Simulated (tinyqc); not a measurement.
Gas flow in a process chamber: flow regimes, conductance, effective pumping speed, pump-down, outgassing and purge. From one set of inputs to another, one input at a time. Computed by tinyqc, a small Python program. Command: `OMP_NUM_THREADS=1 python tinyqc.py 3120945 3120946 out.jsonl pump ladder`. One thread of a shared host (Intel(R) Xeon(R) Processor @ 2.30GHz), about 0.01 s of CPU time with the checks.

Ideal gas, isothermal flow, a pump of constant speed at the end of a round pipe; process gas, volume gas and outgassing are given the same properties. 1 sccm = 101325 Pa x 1e-6 m^3/60 s x T/273.15 K.

The inputs printed are set A. Set A is modelled on nitrogen near room temperature; the values taken over come from a set modelled on water vapour near room temperature. Inputs not listed in the table keep their values of set A, so the rows need not describe a real material.

Inputs (values chosen for the exercise, modelled on nitrogen near room temperature):
```
quantity                     value            unit
molar mass M                 28.01           g/mol
molecular diameter            0.37              nm
viscosity eta                 17.8   micropascal s
temperature T                  293               K
chamber volume V                39               L
wall area                      2.3             m^2
pipe diameter d                2.5              cm
pipe length l                  260              cm
pump speed S                   6.9             L/s
process gas flow                20            sccm
outgassing rate after 1 h  7.5e-07  Pa m^3/(s m^2)
outgassing exponent n         0.96               -
target base pressure         2e-05              Pa
```

Constants: k_B = 1.380649e-23 J/K; u = 1.6605390666e-27 kg.

Method:
- Mean speed c = sqrt(8 k_B T/(pi m)); aperture conductance C_a = c pi d^2/16; molecular pipe C_m = C_a/(1 + 3 l/(4 d)) (Dushman form); viscous pipe C_v = pi d^4 p_mean/(128 eta l); Knudsen interpolation C = C_v + C_m (1 + x)/(1 + 1.24 x), x = d p_mean sqrt(m/(k_B T))/eta.
- Effective speed 1/S_eff = 1/S + 1/C_m; time constant V/S_eff; pressure at which the free path k_B T/(sqrt2 pi d_m^2 p) equals d.
- Steady flow: the pump inlet is at p_2 = Q/S, and the chamber pressure p_1 solves Q = C((p_1 + p_2)/2) (p_1 - p_2). Residence time = p_1 V/Q.
- Knudsen number = free path at the mean pressure over d.
- From the outgassing limit: t = 1 h x (q_1 A/(S_eff p_target))^(1/n) - 10 s; monolayer time at the target = 1e19 m^-2 x 4 k_B T/(p c) for unit sticking.

Each row keeps all changes above it:
```
input moved                                    from       to  chamber pressure p_1 (Pa)  residence time (s)  time to the target (h)
set A                                             -        -                     17.528              18.868                  159.84
molar mass M (g/mol)                          28.01    18.02                     17.111              18.420                  130.16
outgassing exponent n                          0.96        1                     17.111              18.420                  107.13
pump speed S (L/s)                              6.9      680                     15.479              16.663                   94.75
process gas flow (sccm)                          20       24                     17.238              15.464                   94.75
outgassing rate after 1 h (Pa m^3/(s m^2))  7.5e-07  1.3e-06                     17.238              15.464                  164.24
chamber volume V (L)                             39      120                     17.238              47.581                  164.24
wall area (m^2)                                 2.3      1.4                     17.238              47.581                   99.97
```

Chamber pressure p_1 goes from 17.5 to 17.2, a factor 0.9835 in all. The largest single move comes from process gas flow (a factor 1.11), but it runs against the net change; the largest move in the direction of the net change is pump speed S (a factor 0.905). Residence time goes from 18.9 to 47.6, a factor 2.52 in all. The largest single move comes from chamber volume V (a factor 3.08). Time to the target goes from 160 to 100.0, a factor 0.625 in all. The largest single move comes from outgassing rate after 1 h (a factor 1.73), but it runs against the net change; the largest move in the direction of the net change is wall area (a factor 0.609). The single moves hold for this order of the switches; the total does not depend on the order.

Caution (rows set A, molar mass M, outgassing exponent n, outgassing rate after 1 h, chamber volume V): beyond some 100 h the power law gives way to slower sources such as permeation and bulk diffusion; baking is the usual remedy. Caution (rows pump speed S, process gas flow, outgassing rate after 1 h, chamber volume V, wall area): S over the pipe area exceeds 0.3 of the mean molecular speed: the pipe end cannot pass this speed without choking, so p_2 = Q/S and the conductance formulas are only formal.

Extremes, crossings and ranges named in words are read from the listed rows.
